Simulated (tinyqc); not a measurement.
# Changing the donor density N

Model: Schottky barrier with interface states (Cowley-Sze model), image lowering and contact resistance. Computed by tinyqc, a small Python program. Command: `OMP_NUM_THREADS=1 python tinyqc.py 3015295 3015296 out.jsonl pinning sweep`. One thread of a shared host (Intel(R) Xeon(R) Processor @ 2.30GHz), about 0.02 s of CPU time with the checks.

An n-type semiconductor under a metal. The barrier lies between the Schottky-Mott limit phi_M - chi and the Bardeen limit E_g - E_n, E_n being the neutrality level of the interface states; the space-charge term of the full Cowley-Sze expression is left out.

Inputs (values chosen for the exercise, for a model semiconductor):
```
quantity                                     value  unit
gap E_g                                       2.64    eV
electron affinity chi                         4.08    eV
metal work function phi_M                     4.26    eV
neutrality level E_n above the valence band  0.898    eV
optical dielectric constant eps_opt           5.99     -
dielectric constant eps_s                     7.16     -
electron mass m_e                            0.123   m_0
valleys M_c                                      1     -
temperature T                                  350     K
reverse bias V_r                               3.7     V
```

Pinning factor from: Moench relation.

Constants: k_B = 8.617333262e-05 eV/K; m_0 = 9.1093837015e-31 kg; k_B = 1.380649e-23 J/K; h = 6.62607015e-34 J s; eps_0 = 8.8541878128e-12 F/m; e = 1.602176634e-19 C; hbar = 1.054571817e-34 J s.

Method:
- S = 1/(1 + 0.1 (eps_opt - 1)^2), an empirical relation for metal-induced gap states.
- phi_B = S (phi_M - chi) + (1 - S)(E_g - E_n); the hole barrier is E_g - phi_B.
- N_c = 2 M_c (2 pi m_e k_B T/h^2)^(3/2); xi = E_c - E_F solves N = N_c F_1/2(-xi/k_B T) (bisection; full ionisation).
- F_1/2(eta) = (2/sqrt(pi)) int_0^infinity sqrt(x)/(1 + exp(x - eta)) dx, by the trapezoid rule in t = sqrt(x) with step 0.02 up to t = 12 (for eta < -12 by exp(eta) - exp(2 eta)/2^(3/2)).
- V_bi = phi_B - xi; W = sqrt(2 eps_s eps_0 (V_bi + V_r - k_B T/e)/(e N)); field at the metal E_m = e N W/(eps_s eps_0); image lowering sqrt(e E_m/(4 pi eps_s eps_0)).
- A* = 4 pi e m_e M_c k_B^2/h^3 (a simple valley count); J_s = A* T^2 exp(-phi/k_B T).
- J_0 uses phi_B; the reverse current uses phi_B less the image lowering, times 1 - exp(-V_r/k_B T).
- E_00 = (e hbar/2) sqrt(N/(m_e eps_s eps_0)), E_0 = E_00 coth(E_00/k_B T); scaling form of the contact resistivity rho_c = (k_B/(e A* T)) exp(phi_B/E_0), which is the thermionic result when E_00 << k_B T and keeps only the leading exponential of tunnelling when E_00 >> k_B T; image lowering is left out of it.

One run for each value; columns: (1) donor density N (cm^-3); (2) depletion width W (nm); (3) image lowering (eV); (4) contact resistivity rho_c (ohm cm^2); (5) E_00/k_B T; (6) thermionic reverse current (A/cm^2):
```
(1)              (2)      (3)         (4)         (5)         (6)
1.00e+15  1.9381e+03  0.03139  7.2109e+10  2.0743e-02  1.1768e-12
5.00e+15  8.7118e+02  0.04705  7.0357e+10  4.6383e-02  1.9784e-12
2.00e+16  4.3749e+02  0.06669  6.4177e+10  9.2767e-02  3.7934e-12
1.00e+17  1.9664e+02  0.09997  3.9614e+10  2.0743e-01  1.1437e-11
5.00e+17  8.8405e+01  0.14989  4.2638e+09  4.6383e-01  5.9851e-11
3.00e+18  3.6357e+01  0.23545  3.6397e+05  1.1362e+00  1.0212e-09
1.00e+19  2.0082e+01  0.31948  8.4705e+00  2.0743e+00  1.6562e-08
6.00e+19  8.4527e+00  0.50771  7.7565e-05  5.0810e+00  8.5014e-06
3.00e+20  4.0741e+00  0.78817  7.2800e-07  1.1362e+01  9.2888e-02
```

Describe and explain the trends.

Over the rows, depletion width W (nm) falls from 1940 to 4.07 (exponent d ln y / d ln x -0.50 between the first rows and -0.45 between the last); image lowering (eV) rises from 0.0314 to 0.788 (exponent d ln y / d ln x 0.25 between the first rows and 0.27 between the last); contact resistivity rho_c (ohm cm^2) falls from 7.21e10 to 7.28e-7 (exponent d ln y / d ln x -0.015 between the first rows and -2.9 between the last). The exponent of depletion width W stays between -0.50 and -0.45, near -0.50: W goes as N^(-1/2). The exponent of image lowering stays between 0.25 and 0.27, near 0.25: the lowering goes as the root of the field, N^(1/4). At the low end the exponent of contact resistivity rho_c is -0.02, close to 0: thermionic emission does not depend on doping.

Caution (rows 5.00e17, 3.00e18, 1.00e19, 6.00e19, 3.00e20): E_00 = (e hbar/2) sqrt(N/(m_e eps_s eps_0)) is above 0.3 k_B T, so tunnelling through the barrier adds to the thermionic currents, most of all under reverse bias. Caution (rows 3.00e18, 1.00e19, 6.00e19, 3.00e20): the field is near or above breakdown for such a gap, so avalanche or tunnelling current would take over. Caution (rows 3.00e18, 1.00e19, 6.00e19, 3.00e20): the field is near breakdown. Caution (rows 3.00e18, 1.00e19, 6.00e19, 3.00e20): the semiconductor is degenerate: the k_B T/e term in W and the parabolic band are then rough. Caution (rows 3.00e18, 1.00e19, 6.00e19, 3.00e20): outside the thermionic regime the prefactor of rho_c is only an order-of-magnitude estimate. Caution (rows 6.00e19, 3.00e20): the image lowering is a large part of the barrier, so these depletion and emission formulas are rough.

Extremes, crossings and ranges named in words are read from the listed rows.
